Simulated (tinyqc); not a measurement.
Polar nitride quantum well with polarisation fields: sweeps and comparisons. A value that a table varies takes the place of the one given here.

Growth along [0001]. e_par = (a_sub - a)/a, Ppz = 2 e_par (e31 - e33 C13/C33), P = Psp + Ppz in each layer; strain relaxation and the strain shift of the gaps are left out, although thick layers with more than about 1 % mismatch would relax.

In a periodic stack without free charge the potential drop over a period vanishes: F_w = (P_b - P_w) Lb/(eps0 (eps_w Lb + eps_b Lw)), F_b = -F_w Lw/Lb, eps0 = 8.8541878e-12 F/m; 1 MV/cm = 1e8 V/m = 0.01 V/angstrom.

Envelope functions on cells of 0.25 angstrom over barrier, well, barrier (widths Lb, Lw, Lb), psi = 0 beyond, psi'/m continuous (mean mass between points), c = hbar^2/2m0. With u(z) the integral of e F (F_w in the well, F_b = -F_w Lw/Lb in the barriers, 1 MV/cm = 0.01 V/angstrom), zero at the centre of the well, the electron sees u plus Vc in the barriers and the hole -u plus Vv. The transition is Eg + E_e + E_h; excitons are left out.

Constants: hbar^2/2m0 = 3.80998211 eV angstrom^2; hc = 1239.841984 eV nm.

Parameters, chosen for this exercise (near those of an InGaN well in GaN; not measured data): a_w = 3.242 angstrom (lattice constant a, well); a_b = 3.189 angstrom (lattice constant a, barrier); a_sub = 3.189 angstrom (in-plane lattice constant of the stack); Psp_w = -0.0314 C/m^2 (spontaneous polarisation); Psp_b = -0.0353 C/m^2 (spontaneous polarisation); e31_w = -0.343 C/m^2; e31_b = -0.351 C/m^2; e33_w = 0.662 C/m^2; e33_b = 0.692 C/m^2; C_w = 0.271 (C13/C33); C_b = 0.267 (C13/C33); eps_w = 10.8 (dielectric constant); eps_b = 10.5 (dielectric constant); Lb = 115 angstrom (barrier width); Eg = 2.849 eV (gap of the well); Vc = 0.402 eV (conduction offset); Vv = 0.189 eV (valence offset); me = 0.181 m0 (electron, well); meb = 0.2 m0 (electron, barrier); mh = 1.38 m0 (hole, everywhere); Ls = (10, 15, 20, 25, 30, 40, 50) angstrom (well widths); Lw = 27 angstrom (well width).

## Width of the well

Field, levels and overlap anew for each width.

Results:

| Lw (angstrom) | F_w (MV/cm) | E (eV) | E without field (eV) | overlap^2 | ln overlap^2 |
|---|---|---|---|---|---|
| 10 | -2.023 | 3.1681 | 3.2057 | 0.638 | -0.45 |
| 15 | -1.947 | 3.0403 | 3.1077 | 0.525 | -0.64 |
| 20 | -1.877 | 2.9355 | 3.0424 | 0.354 | -1.04 |
| 25 | -1.811 | 2.8452 | 2.9982 | 0.203 | -1.60 |
| 30 | -1.750 | 2.7642 | 2.9672 | 0.101 | -2.29 |
| 40 | -1.640 | 2.6204 | 2.9282 | 0.0179 | -4.02 |
| 50 | -1.542 | 2.4937 | 2.9056 | 0.00217 | -6.13 |

The red shift grows from 38 to 412 meV. The line drops below Eg between 20 and 25 angstrom, which a square well can never do. Over the last two rows dE/dLw = -12.7 meV per angstrom, against -|e F_w| = -15.4 in the last row; the field itself weakens by 24 % over the table, since a wider well shares the drop with the barrier. The overlap falls by a factor 294.

## Screening the field

F_w = -1.7863 MV/cm

Carriers or a semipolar orientation reduce the field; here it is simply scaled in well and barrier.

Results:

| share of the field | F_w (MV/cm) | E (eV) | nm | overlap^2 | separation (angstrom) |
|---|---|---|---|---|---|
| 1.0 | -1.786 | 2.8119 | 440.9 | 0.16 | 17.6 |
| 0.8 | -1.429 | 2.8643 | 432.9 | 0.24 | 15.5 |
| 0.6 | -1.072 | 2.9103 | 426.0 | 0.38 | 13.0 |
| 0.4 | -0.715 | 2.9481 | 420.6 | 0.57 | 9.9 |
| 0.2 | -0.357 | 2.9745 | 416.8 | 0.82 | 5.7 |
| 0.0 | 0.000 | 2.9845 | 415.4 | 0.96 | 0.0 |

Full screening shifts the line by -25.5 nm (+173 meV). The first fifth of the screening gives 52 meV and the last fifth 10 meV; a purely quadratic shift would give a ratio of 9, a linear one 1, and here it is 5.3.

## What each parameter does

Polarisation, field, levels and overlap anew. Each row changes one parameter from the base and keeps the others.

Results:

| case | F_w (MV/cm) | E (eV) | overlap^2 | red shift (meV) |
|---|---|---|---|---|
| base | -1.786 | 2.8119 | 0.16 | 173 |
| Lw = 32 angstrom | -1.727 | 2.7338 | 0.074 | 224 |
| Lb = 140 angstrom | -1.848 | 2.8009 | 0.14 | 184 |
| a_sub = 3.179 angstrom | -1.775 | 2.8137 | 0.16 | 171 |
| Psp_b = -0.0388 C/m^2 | -2.084 | 2.7643 | 0.11 | 220 |
| e33_w = 0.728 C/m^2 | -1.836 | 2.8042 | 0.15 | 180 |
| eps_w = 11.9 | -1.650 | 2.8326 | 0.19 | 152 |
| mh = 0.97 m0 | -1.786 | 2.8247 | 0.18 | 167 |
| Vc = 0.342 eV | -1.786 | 2.7979 | 0.14 | 179 |

The largest shifts from the base row, up to three for each result and ties (the steps differ in size, so this ranks the rows, not the parameters). F_w (MV/cm): Psp_b -0.298, eps_w +0.137, Lb -0.061; unchanged at the printed digits by mh and Vc. E (eV): Lw -0.0781, Psp_b -0.0476, eps_w +0.0207. overlap^2: Lw -0.0819, Psp_b -0.0486, eps_w +0.0292; unchanged at the printed digits by a_sub. red shift (meV): Lw +51, Psp_b +48, eps_w -21.

Run: tinyqc, `OMP_NUM_THREADS=1 python tinyqc.py 1250995 1250996 out.jsonl`; Intel(R) Xeon(R) Processor @ 2.30GHz, one thread, shared host; about 0.07 s of CPU time with all checks.
